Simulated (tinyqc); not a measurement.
Worked calculation: tight binding, dimerised chain. Computed by tinyqc, a small Python program that keeps every step. Settings: t1 = 2.38, t2 = 2.32, delta = 0, points = 8, cells = 5. Command: `OMP_NUM_THREADS=1 python tinyqc.py 20366 20367 out.jsonl` (the two numbers bound the seeds that draw the settings). One thread of a shared host (Intel(R) Xeon(R) Processor @ 2.60GHz), about 0.01 s of CPU time with the checks.

## Bloch Hamiltonian at k

Parameters chosen for this model:
```
parameter     value                      unit
t1         2.380000       eV, inside the cell
t2         2.320000         eV, between cells
delta             0  eV, +/- on the two sites
```

k point k (2 pi / a): 0.220000

H_AA = +delta, H_BB = -delta, H_AB = -t1 - t2 exp(-i k a).

H(k) at k (eV):
```
                     A                    B
A             0.000000  -2.814725+2.278906i
B  -2.814725-2.278906i             0.000000
```

## Levels at k

Diagonalise the Hermitian matrix.

eigenvalues (eV): -3.621614  3.621614

weights |c|^2 of the basis functions:
```
     band 1    band 2
A  0.500000  0.500000
B  0.500000  0.500000
```

## Bloch Hamiltonian at X

k point X (2 pi / a): 0.500000

As before.

H(k) at X (eV):
```
           A          B
A   0.000000  -0.060000
B  -0.060000   0.000000
```

## Levels at X

As before.

eigenvalues (eV): -0.060000  0.060000

weights |c|^2 of the basis functions:
```
     band 1    band 2
A  0.500000  0.500000
B  0.500000  0.500000
```

## Bands along a path

The same steps at evenly spaced points between the labelled ones.

Bands along the path (eV):
```
k            band 1    band 2
G         -4.700000  4.700000
G-X 0.33  -4.070430  4.070430
G-X 0.67  -2.350574  2.350574
X         -0.060000  0.060000
```

With 1 band(s) filled, the highest filled level on these points lies at X and the lowest empty one at X: a gap of 0.1200 eV, direct.

## Berry (Zak) phase of the lower band

On 8 points k_j = j/N: phase = -Im ln of the product of <u_j|u_(j+1)>, closed with u_N = u_0 (the cell-periodic part is taken without the site positions). Single arguments depend on the phases chosen for the u_j; only their sum modulo 2 pi does not.

Overlaps:
```
j  |<u_j|u_j+1>|  argument (rad)
0       0.981298       -0.193706
1       0.981508       -0.192611
2       0.982506       -0.187327
3       0.839929        0.573644
4       0.839929        0.573644
5       0.982506       -0.187327
6       0.981508       -0.192611
7       0.981298       -0.193706
```

phase / pi, folded into (-1, 1] = 0.000000

## Open chain of 5 cells

H of the open chain (eV):
```
            1          2          3          4          5          6          7          8
1    0.000000  -2.380000   0.000000   0.000000   0.000000   0.000000   0.000000   0.000000
2   -2.380000   0.000000  -2.320000   0.000000   0.000000   0.000000   0.000000   0.000000
3    0.000000  -2.320000   0.000000  -2.380000   0.000000   0.000000   0.000000   0.000000
4    0.000000   0.000000  -2.380000   0.000000  -2.320000   0.000000   0.000000   0.000000
5    0.000000   0.000000   0.000000  -2.320000   0.000000  -2.380000   0.000000   0.000000
6    0.000000   0.000000   0.000000   0.000000  -2.380000   0.000000  -2.320000   0.000000
7    0.000000   0.000000   0.000000   0.000000   0.000000  -2.320000   0.000000  -2.380000
8    0.000000   0.000000   0.000000   0.000000   0.000000   0.000000  -2.380000   0.000000
9    0.000000   0.000000   0.000000   0.000000   0.000000   0.000000   0.000000  -2.320000
10   0.000000   0.000000   0.000000   0.000000   0.000000   0.000000   0.000000   0.000000

            9         10
1    0.000000   0.000000
2    0.000000   0.000000
3    0.000000   0.000000
4    0.000000   0.000000
5    0.000000   0.000000
6    0.000000   0.000000
7    0.000000   0.000000
8   -2.320000   0.000000
9    0.000000  -2.380000
10  -2.380000   0.000000
```

The same hoppings without the wrap-around bond.

levels (eV): -4.510099  -3.955915  -3.082920  -1.963991  -0.706887  0.706887  1.963991  3.082920  3.955915  4.510099

weights of the highest filled level on the sites: 0.172183  0.015189  0.150645  0.055421  0.106562  0.106562  0.055421  0.150645  0.015189  0.172183

The bulk gap runs from -0.0600 to 0.0600 eV; no level of this chain lies inside it.
